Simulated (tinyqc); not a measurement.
From results back to parameters: sp3s* tight binding. Three cases, with inputs chosen for the exercise.

Problem. For a crystal of one element and without spin-orbit coupling the levels at Gamma are Es -/+ |Vss| and Ep -/+ Vxx, and the upper valence level at X is Ep - Vxy. The levels below come from hidden parameters.

Find: Es, |Vss|, Ep, Vxx, Vxy.

Method. Means give the levels and half the splittings give the couplings; Vxy = Ep - E(X).

Case 1.

s levels at Gamma (eV): -12.7380  0.9040

p levels at Gamma (eV): -0.0050  3.2350

upper valence level at X = -3.2820 eV

Solution.

Es, |Vss|, Ep, Vxx, Vxy (eV): -5.917  6.821  1.615  1.620  4.897

Case 2.

s levels at Gamma (eV): -12.5030  4.1070

p levels at Gamma (eV): -0.0020  3.4220

upper valence level at X = -2.8640 eV

Solution.

Es, |Vss|, Ep, Vxx, Vxy (eV): -4.198  8.305  1.710  1.712  4.574

Case 3.

s levels at Gamma (eV): -12.4850  4.0890

p levels at Gamma (eV): 0.0040  3.4340

upper valence level at X = -2.8440 eV

Solution.

Es, |Vss|, Ep, Vxx, Vxy (eV): -4.198  8.287  1.719  1.715  4.563

Computed by tinyqc, one run a case: `OMP_NUM_THREADS=1 python tinyqc.py N N+1 out.jsonl` with N = 1480866, 1480895, 1480916; one thread of a shared Intel(R) Xeon(R) Processor @ 2.30GHz, about 0.2 s a run at most.
